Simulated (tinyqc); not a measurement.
Convergence with cell size: Koster-Slater impurity in a tight-binding band, by Green functions and by supercells. Computed by tinyqc, a small Python program. Command: `OMP_NUM_THREADS=1 python tinyqc.py 3012504 3012505 out.jsonl kosterslater walk`. One thread of a shared host (Intel(R) Xeon(R) Processor @ 2.30GHz), about 0.03 s of CPU time with the checks.

One orbital per site, e(k) = -2 t sum cos(k_i) over 2 direction(s), band from -4 t to 4 t, lattice constant 1. One site has the extra energy U. Spin is left out.

Inputs (values chosen for the exercise, for a model band): hopping t = 0.78 eV; impurity potential U = -2.45 eV.

Lattice: square.

Method:
- Outside the band G0(E) = (2/(pi E)) K(m), m = 16 t^2/E^2, K the complete elliptic integral with parameter m.
- A bound state solves 1/U = G0(E).
- Bisection in ln(distance from the edge) between 1e-5 t and |U| + t. Weight on the impurity site: -1/(U^2 dG0/dE), by a central difference with step min(1e-4 t, distance/30). Decay length along an axis: 1/arccosh(1 + distance/(2 t)).
- In a periodic cell of N sites along each direction with Bloch vector K, the level solves 1/U = N^-d sum_k 1/(E - e(k)), k_i = (2 pi m_i + K_i)/N, m_i = 0..N-1; the outermost root on the side of U is taken (bisection). d is the number of directions. Gamma means K_i = 0, the zone corner K_i = pi, the quarter point K_i = pi/2.
- Even N; errors against the isolated level E_b, set to 0 below 1e-6 t.

level E_b = -3.50074 eV

decay length = 1.45947 sites

Error of the level (eV):
```
N   sites        Gamma      corner  quarter point
2       4  -6.1132e-01  1.0507e+00     1.3139e-01
4      16  -1.1732e-01  1.3139e-01     5.5286e-03
6      36  -2.6703e-02  2.5160e-02     2.9985e-04
8      64  -6.0230e-03  5.5286e-03     1.7023e-05
12    144  -3.1268e-04  2.9985e-04              0
16    256  -1.7269e-05  1.7023e-05              0
```

The error at Gamma falls exponentially, between the last two resolved rows by exp(-0.724) per site against 1/(decay length) = 0.685; the rest is the power-law prefactor of the Green function. Gamma and the corner err in opposite directions. Among the sizes listed an error below 1 meV is first reached at N = 12 at Gamma; at the quarter point N = 6 is enough.

Extremes, crossings and ranges named in words are read from the listed rows.
